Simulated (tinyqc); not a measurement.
From results back to parameters: Koster-Slater impurity in an sp3s* host.

Problem. In the Koster-Slater model a defect shifts the s level of its site by Vs and the p levels by Vp; an A1 level solves 1/Vs = G_s(E) and a T2 level 1/Vp = G_p(E), E from the top of the valence band. A defect has an A1 level at E = 1.1614 eV, one of the energies of the table, and a T2 level at 1.1614 eV.

G(E) of the host (1/eV):
```
E (eV)         G_s         G_p
0.0000  -0.0267505   0.2313713
0.2903  -0.0362984   0.1617463
0.5807  -0.0477443   0.1244208
0.8710  -0.0621242   0.0975892
1.1614  -0.0812553   0.0760485
1.4517  -0.1088135   0.0574641
1.7421  -0.1538846   0.0403209
2.0324  -0.2488593   0.0229491
2.3227  -0.7559724  -0.0027607
```

Find: Vs, Vp.

Solution. Read G_s and G_p at the two energies and invert them. Vs is attractive and pulls its level down from the conduction bands. Vp is repulsive and pushes its level up from the valence bands.

Vs, Vp (eV): -12.3  13.1

Run: tinyqc, `OMP_NUM_THREADS=1 python tinyqc.py 1451055 1451056 out.jsonl`; Intel(R) Xeon(R) Processor @ 2.30GHz, one thread, shared host; about 0.01 s of CPU time with all checks.
